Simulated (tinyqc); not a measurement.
What each parameter does: polytypes by hexagonality, and a cubic inclusion as a quantum well.

Gap: E3 + (E2 - E3) h. Valence top Ev2 h and polarisation P2 h, both counted from 3C; Ec = Ev + gap.

A cubic inclusion of width L = N d in the host (h = 1) is a well of depth V = Ec(host) - Ec(3C). Square well with mass mismatch: k tan(k L/2) = (m_w/m_b) q, k = sqrt(m_w E/c), q = sqrt(m_b (V - E)/c), c = hbar^2/2m0, lowest root. The depth of the level, V - E, is its binding, and the transition to the valence top of the host is gap(host) - (V - E). The step in polarisation gives a field |F| = |P|/(eps eps0) in a thin inclusion, eps0 = 8.8541878e-12 F/m.

Constants: hbar^2/2m0 = 3.80998211 eV angstrom^2.

Parameters, chosen for this exercise (of the order of those of InAs; the results hold for these values, not for the real material): E3 = 0.412 eV (gap of the cubic polytype); E2 = 0.458 eV (gap of 2H); Ev2 = 0.042 eV (valence top of 2H above that of 3C); P2 = 0.0016 C/m^2 (spontaneous polarisation of 2H); m = (0.027, 0.028) m0 (electron mass along c in the cubic layer and in the host); d = 3.508 angstrom (thickness of a double layer); eps = 15.4 (dielectric constant); N = 9 (double layers in the cubic inclusion).

Well depth, depth of the level, transition without the field and field.

Results for these values:
```
case  V (eV)  depth (eV)  transition (eV)  |F| (MV/cm)
base  0.0880      0.0117           0.4463        0.117
```

What happens to each result for N = 10, all else kept?

Answer: V does not change at the printed digits; depth rises from 0.0117 to 0.0139; transition falls from 0.4463 to 0.4441; |F| does not change at the printed digits.

The same for each parameter in turn:
```
case                   V (eV)  depth (eV)  transition (eV)  |F| (MV/cm)
base                   0.0880      0.0117           0.4463        0.117
N = 10                 0.0880      0.0139           0.4441        0.117
Ev2 = 0.072 eV         0.1180      0.0199           0.4381        0.117
E3 = 0.392 eV          0.1080      0.0170           0.4410        0.117
E2 = 0.488 eV          0.1180      0.0199           0.4681        0.117
P2 = 0.0021 C/m^2      0.0880      0.0117           0.4463        0.154
eps = 16.4             0.0880      0.0117           0.4463        0.110
m = (0.032, 0.028) m0  0.0880      0.0119           0.4461        0.117
```

(tinyqc, `OMP_NUM_THREADS=1 python tinyqc.py 1880913 1880914 out.jsonl`, Intel(R) Xeon(R) Processor @ 2.30GHz, 1 thread, shared host, about 0.1 s.)
